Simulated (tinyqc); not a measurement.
Cabrera-Mott growth of a thin oxide under its own electric field: one step, computed by the program tinyqc. Command: `OMP_NUM_THREADS=1 python tinyqc.py 3025178 3025179 out.jsonl cabrera walk`. One thread of a shared host (Intel(R) Xeon(R) Processor @ 2.30GHz), about 0.01 s of CPU time with the checks.

Electrons cross the film freely and set a fixed potential V across it; the field V/x lowers the barrier for ions entering the oxide.

Problem. Thickness after time t. u = u0 exp(-W/(k_B T)), X1 = z b V/(k_B T) with V in volts and k_B T in eV; dx/dt = 2 u sinh(X1/x). t(x) = int_(x0)^x dx / (dx/dt) by Gauss-Legendre quadrature (80 points on each side of (x0 + 2 x)/3), solved for x.

Inputs (values chosen for the exercise, for a model metal):
```
quantity               value      unit
Mott potential V         1.6         V
temperature T            295         K
starting thickness x0    5.1  angstrom
time t                    42         s
```

Backward hops: kept.

u = 3.234285e-12 angstrom/s

X1 = 188.8193 angstrom

Give: thickness x; rate at time t; field at time t.

Solution.

thickness x = 8.694 angstrom

rate at time t = 0.008756 angstrom/s

field at time t = 18.40 MV/cm

X1/x = 21.7: the field term still rules. Caution: the starting field or rate is formal: the first layers form as fast as oxygen arrives.
